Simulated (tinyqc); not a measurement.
Thin-body transistor below threshold, two-dimensional Poisson equation on a small mesh: effect of the drain voltage.

A thin body on a thick buried insulator of low permittivity, taken as carrying no normal field at the bottom of the body (row 0). Mobile charge is neglected (subthreshold), the body is fully depleted, and potentials are counted from the intrinsic level; rows run upward to the gate, columns from source to drain.

Mesh: rows i = 0..12 in the semiconductor (step hs = tb/12, row 12 on the interface), then 8 step(s) ho = tox/8 up to the gate row 20; columns j = 0..80 (step hy = L/80). Box integration, divided by eps0: up_i = eps hy/h of the interval above row i, dn_i = that of the interval below (0 for row 0), lat_i = (sum of eps h/2 over the intervals above and below)/hy, s_i = -q Na w_i hy/eps0 with w_i the semiconductor height of the box (hs/2 for row 0 and the interface row, hs between, 0 in the insulator). Each free node obeys (up + dn + 2 lat) psi = up psi(above) + dn psi(below) + lat [psi(left) + psi(right)] + s. Fixed values: gate row Vg - Vfb; column 0 at Vbi and the last column at Vbi + Vd in the semiconductor, each running linearly to Vg - Vfb across the insulator. The system is solved directly. On row 0 the minimum of psi and its place come from a parabola through the three lowest nodes; barrier = Vbi - minimum, swing = Vt ln 10/(d psi/dVg), DIBL = (d psi/dVd)/(d psi/dVg) there. Lambda = pi/k with k the smallest positive root of tan(k tox) tan(k tb) = eox/eps_r.

Values chosen for this exercise; semiconductor permittivity close to that of silicon:
- T = 300 K (temperature)
- eps_r = 11.9 (relative permittivity of the semiconductor)
- eox = 22 (relative permittivity of the insulator)
- tb = 6 nm (body thickness)
- tox = 5.3 nm (insulator thickness)
- L = 43 nm (channel length)
- Na = 4.8e17 cm^-3 (acceptor density of the depleted body)
- Vbi = 0.5 V (potential of the source)
- Vfb = -0.05 V (gate offset)
- Vg = -0.1 V (gate voltage)

Constants: q = 1.602176634e-19 C, kB = 1.380649e-23 J/K, Vt = kB T/q, eps0 = 8.8541878128e-14 F/cm where lengths are in cm. Results are converted to the units shown.

Effect of the drain voltage:
```
Vd (V)  L/Lambda  barrier (V)  place y/L  swing (mV/decade)  DIBL (mV/V)
0.05       2.267       0.5327     0.4940              64.17        37.36
0.25       2.267       0.5263     0.4742              64.25        32.49
0.45       2.267       0.5206     0.4588              64.38        29.17
0.65       2.267       0.5155     0.4461              64.54        26.71
0.85       2.267       0.5107     0.4353              64.71        24.80
1.05       2.267       0.5063     0.4260              64.88        23.26
```

As Vd goes from 0.05 to 1.05 V, the barrier falls from 0.533 to 0.506 V, the swing rises from 64.2 to 64.9 mV a decade and DIBL falls from 37.4 to 23.3 mV/V; the ideal swing is 59.5. The barrier top moves from y/L = 0.494 to 0.426, towards the source.

Numbers from tinyqc (`OMP_NUM_THREADS=1 python tinyqc.py 2480139 2480140 out.jsonl`; about 0.1 s on one thread of a shared Intel Xeon 2.30GHz).
